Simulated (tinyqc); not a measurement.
Segment and feed resistance from two drops.

Problem. A rail is fed at one end through Rq; K loads of Ij follow, each after a segment Rs. The drop at load j is K Ij Rq + Rs Ij sum_(l=1..j) (K - l + 1). Find Rs, Rq and the worst drop, at the middle, if the rail were fed through Rq at both ends: K Ij Rq/2 + Rs Ij K^2/8 with the load taken as continuous.

Inputs (values chosen for the exercise): number of equal loads K = 23; current of each load Ij = 1.6 mA.

drops at the first and at the last load (mV): 41.216000  393.39200

Solution. The difference of the two drops is Rs Ij K (K - 1)/2, which gives Rs; the first drop then gives Rq.

Rs = 0.870 ohm
Rq = 0.250 ohm
drop at the middle with two feeds = 96.6 mV

Numbers from tinyqc (`OMP_NUM_THREADS=1 python tinyqc.py 2770191 2770192 out.jsonl`; about 0.08 s on one thread of a shared Intel Xeon 2.30GHz).
